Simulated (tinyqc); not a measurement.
# Energy and delay of logic against supply voltage: energy and delay against supply voltage

One expression serves below and above threshold: I(Vg) = Ik [ln(1 + exp((Vg - VT + dd V)/(al nf Vt)))]^al, with I_on = I(V) and I_off = I(0). Gate delay td = kd C V/I_on, clock period LD td. Per gate and cycle the switching energy is act C V^2 and the leakage energy I_off V LD td. No short-circuit current, no variation. Minima are sought above 0.09 V; below a few Vt gates no longer switch and the model has no meaning.

EDP = energy times td.

Inputs (values chosen for the exercise); values of the order met in logic technologies:
- T = 330 K (temperature)
- VT = 0.26 V (threshold voltage at zero drain bias)
- nf = 1.37 (slope factor)
- dd = 0.07 (barrier lowering per volt of supply)
- Ik = 0.77 uA (specific current of a gate)
- al = 1.51 (exponent of the current law)
- C = 0.7 fF (load capacitance of a gate)
- kd = 0.7 (delay factor)
- LD = 16 (logic depth)
- act = 0.01 (activity factor)

Constants: q = 1.602176634e-19 C, kB = 1.380649e-23 J/K, Vt = kB T/q. Results are converted to the units shown.

Results:

| V (V) | I_on (uA) | I_off (nA) | td (ps) | switching (aJ) | leakage (aJ) | energy (aJ) | EDP (fJ ps) |
|---|---|---|---|---|---|---|---|
| 0.2 | 0.17632 | 1.3779 | 555.80 | 0.28000 | 2.4508 | 2.7308 | 1.5178 |
| 0.31 | 1.3887 | 1.6764 | 109.39 | 0.67270 | 0.90954 | 1.5822 | 0.17307 |
| 0.42 | 4.5835 | 2.0390 | 44.900 | 1.2348 | 0.61524 | 1.8500 | 0.083067 |
| 0.54 | 9.8450 | 2.5240 | 26.877 | 2.0412 | 0.58610 | 2.6273 | 0.070613 |
| 0.65 | 15.825 | 3.0683 | 20.126 | 2.9575 | 0.64223 | 3.5997 | 0.072449 |
| 0.76 | 22.708 | 3.7287 | 16.400 | 4.0432 | 0.74358 | 4.7868 | 0.078501 |
| 0.87 | 30.386 | 4.5297 | 14.030 | 5.2983 | 0.88460 | 6.1829 | 0.086743 |
| 1.09 | 47.852 | 6.6760 | 11.162 | 8.3167 | 1.2995 | 9.6162 | 0.10733 |
| 1.2 | 57.540 | 8.0986 | 10.219 | 10.080 | 1.5890 | 11.669 | 0.11924 |

Estimate the missing row, V = 0.98 V.

Computed row:

| V (V) | I_on (uA) | I_off (nA) | td (ps) | switching (aJ) | leakage (aJ) | energy (aJ) | EDP (fJ ps) |
|---|---|---|---|---|---|---|---|
| 0.98 | 38.786 | 5.5004 | 12.381 | 6.7228 | 1.0678 | 7.7906 | 0.096454 |

With this row back in the table: td falls from 556 to 10.2 ps; the energy goes from 2.73 through a minimum of 1.58 (at V = 0.31 V among the rows listed) to 11.7 aJ and the EDP goes from 1.52 through a minimum of 0.0706 (at V = 0.54 V among the rows listed) to 0.119 fJ ps. The exact minima lie at V = 0.323 V for the energy and 0.562 V for the EDP. Going from 1.2 V to the energy minimum saves a factor of 7.41 in energy and costs a factor of 9.27 in delay. Below the minimum the leakage energy rises faster than the switching energy falls, because the clock period grows so steeply.

tinyqc, about 0.01 s, one thread, Intel Xeon 2.30GHz (shared host): `OMP_NUM_THREADS=1 python tinyqc.py 2082049 2082050 out.jsonl`
